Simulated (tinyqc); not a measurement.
MOSFET in saturation, small-signal circuit and noise: one step of the calculation.

Bias by the inversion coefficient IC = I/Ispec (charge-based model with velocity saturation; weak inversion below 0.1, strong above 10). Common-source circuit: gm, gds, Cgs, Cgd and Cj at the inner nodes, Rg in series with the gate; quasi-static, no source or drain resistance, no gate-body capacitance, no substrate network, no induced gate noise, so fmax is an upper estimate.

Task. Capacitances, gate resistance and cut-off frequencies. qs = [sqrt(1 + 4 IC) - 1]/2, Cgs = Cox W L qs (2 qs + 3)/(3 (qs + 1)^2) + Cov W, Cgd = Cov W, Cd = Cj W, Rg = Rsh (Wf/L)/(12 Nf) + Rc/W with Nf = W/Wf fingers (not rounded) contacted at both ends. fT = gm/(2 pi (Cgs + Cgd)), fmax = fT/(2 sqrt(Rg (gds + 2 pi fT Cgd))).

Values chosen for this exercise:
```
symbol,value,unit,meaning
L,90,nm,gate length
W,10,um,total gate width
Cox,1.95,uF/cm^2,gate capacitance
Cov,0.39,fF/um,overlap and fringe capacitance per side
Cj,0.78,fF/um,drain junction capacitance
Rsh,15,ohm,sheet resistance of the gate
Wf,0.5,um,finger width
Rc,200,ohm um,gate contact and vertical resistance
IC,1.7,,inversion coefficient
```

gm = 1.4494511 mS
gds = 0.052180239 mS

Wanted: Cgs; Cgd; Cd; Rg; fT; fmax.

Result.

Cgs = 10.89 fF
Cgd = 3.900 fF
Cd = 7.800 fF
Rg = 20.35 ohm
fT = 15.60 GHz
fmax = 82.96 GHz

Overlap and fringe make up 52.7 % of the gate capacitance; fmax is 5.32 times fT.

Program tinyqc, `OMP_NUM_THREADS=1 python tinyqc.py 2150067 2150068 out.jsonl`; Intel Xeon 2.30GHz, shared host, one thread, about 0.01 s.
